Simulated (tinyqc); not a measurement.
Extended Hueckel theory, for BeH2, step by step. One step of it, computed by the program tinyqc.

Question. Mulliken analysis. P = C n C^T; charge = valence electrons (H 1, Be 2) minus the sum of (P S)_ii on the atom; overlap population = 2 sum P_ij S_ij between two atoms.

coefficients:
```
              MO1        MO2        MO3       MO4        MO5        MO6
1Be 2s   0.389354   0.000000  -0.111736  0.000000   1.263408   0.000000
1Be 2px  0.000000   0.000000   0.000000  1.000000   0.000000   0.000000
1Be 2py  0.000000   0.249429   0.000000  0.000000   0.000000   1.636692
1Be 2pz  0.006338   0.000000   0.993126  0.000000   0.144362   0.000000
2H 1s    0.485767   0.569609   0.032079  0.000000  -0.783446  -1.049400
3H 1s    0.485767  -0.569609   0.032079  0.000000  -0.783446   1.049400
```

occupations: 2.000000  2.000000  0.000000  0.000000  0.000000  0.000000

overlap S, lower triangle:
```
           1Be 2s   1Be 2px    1Be 2py   1Be 2pz     2H 1s     3H 1s
1Be 2s   1.000000
1Be 2px  0.000000  1.000000
1Be 2py  0.000000  0.000000   1.000000
1Be 2pz  0.000000  0.000000   0.000000  1.000000
2H 1s    0.472658  0.000000   0.552526  0.045936  1.000000
3H 1s    0.472658  0.000000  -0.552526  0.045936  0.038723  1.000000
```

Give: charges; Overlap populations.

Answer.

charges: 1Be 0.9001, 2H -0.4501, 3H -0.4501

Overlap populations:
```
pair      value
2-1    0.672155
3-1    0.672155
3-2   -0.013706
```
